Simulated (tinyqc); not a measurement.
Worked calculation: RHF in the 6-31g basis, for H2, spin multiplicity 1. One step of it, computed by the program tinyqc.

Question. Iteration 2: diagonalisation and new density. Diagonalise F' = X^T F X, C = X C', fill 1 alpha and 1 beta electrons from the bottom; D = 2 C_occ C_occ^T. Each column has its largest component positive (the first on a tie).

extrapolated F (hartree), lower triangle:
```
,1H 1s,1H 2s,2H 1s,2H 2s
1H 1s,0.075775
1H 2s,-0.438686,-0.317682
2H 1s,-0.432955,-0.430975,0.075775
2H 2s,-0.430975,-0.365702,-0.438686,-0.317682
```

X, lower triangle:
```
,1H 1s,1H 2s,2H 1s,2H 2s
1H 1s,1.256583
1H 2s,-0.497996,1.708617
2H 1s,-0.061700,0.036286,1.256583
2H 2s,0.036286,-0.722725,-0.497996,1.708617
```

Give: F' = X^T F X; orbital energies; coefficients C; D after iteration 2.

Answer.

F' = X^T F X (hartree), lower triangle:
```
,1,2,3,4
1,0.606
2,-0.575,0.250
3,-0.302,-0.127,0.606
4,-0.127,-0.199,-0.575,0.250
```

orbital energies (hartree): MO1 -0.535, MO2 0.176, MO3 0.891, MO4 1.182

coefficients C:
```
,MO1,MO2,MO3,MO4
1H 1s,0.291,0.163,0.858,-0.992
1H 2s,0.325,1.270,-0.698,1.218
2H 1s,0.291,-0.163,0.858,0.992
2H 2s,0.325,-1.270,-0.698,-1.218
```

D after iteration 2, lower triangle:
```
,1H 1s,1H 2s,2H 1s,2H 2s
1H 1s,0.170
1H 2s,0.190,0.212
2H 1s,0.170,0.190,0.170
2H 2s,0.190,0.212,0.190,0.212
```
